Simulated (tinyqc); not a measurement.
# Lossy package transmission line with skin effect: effect of the length

A uniform line in a homogeneous dielectric: c = sqrt(er)/(c0 Z0), l = Z0 sqrt(er)/c0 (c0 = 299792458 m/s), g = w c td, w = 2 pi f. The resistance joins its limits as r = sqrt(r_dc^2 + r_hf^2), with r_dc = rho/(wd th), r_hf = kr rho/(2 delta (wd + th)), delta = sqrt(rho/(pi f mu0)), mu0 = 4 pi 1e-7 H/m; this is an interpolation, and internal inductance, up to 0.05 nH/mm at low frequency, is neglected.

gamma = sqrt((r + i w l)(g + i w c)) = alpha + i beta, Zc = sqrt((r + i w l)/(g + i w c)), roots with positive real part; loss 8.685889638 alpha in dB; phase velocity w/beta. ZL = 1/(1/RL + i w CL); reflection (ZL - Zc)/(ZL + Zc); Zin = Zc (ZL + Zc tanh(gamma len))/(Zc + ZL tanh(gamma len)); H = V_load/V_source = [Zin/(Zin + Rg)]/[cosh(gamma len) + (Zc/ZL) sinh(gamma len)].

Values chosen for this exercise: width of the strip wd = 37 um; thickness of the strip th = 13 um; resistivity rho = 2.2 uohm cm; relative permittivity er = 3; loss tangent td = 0; lossless impedance sqrt(l/c) Z0 = 35 ohm; factor for crowding and the return path kr = 1.2; source resistance Rg = 50 ohm; load resistance RL = 100 ohm; load capacitance CL = 20 fF; frequency f = 0.86 GHz.

The same in every row: r (ohm/mm) = 0.1133; r/(w l) = 0.1037; loss (dB/mm) = 0.01405; |Zc| (ohm) = 35.09; phase velocity over c0 = 0.5766.

Results:

| len (mm) | length in wavelengths | \|H\| (dB) |
|---|---|---|
| 2.2 | 0.01095 | -3.546 |
| 6.7 | 0.03333 | -3.645 |
| 12 | 0.05970 | -3.842 |
| 21 | 0.1045 | -4.306 |
| 36 | 0.1791 | -5.118 |
| 63 | 0.3134 | -5.649 |
| 110 | 0.5473 | -5.343 |

Estimate the missing row, len = 3.8 mm.

Computed row:

| len (mm) | length in wavelengths | \|H\| (dB) |
|---|---|---|
| 3.8 | 0.01891 | -3.573 |

With this row back in the table: As len goes from 2.2 to 110, the loss stays at 0.0140 dB/mm, |Zc| stays at 35.1 ohm and |H| goes from -3.55 to -5.34 dB, with its highest value among the rows, -3.55 dB, at len = 2.2.

tinyqc, about 0.01 s, one thread, Intel Xeon 2.30GHz (shared host): `OMP_NUM_THREADS=1 python tinyqc.py 2810142 2810143 out.jsonl`
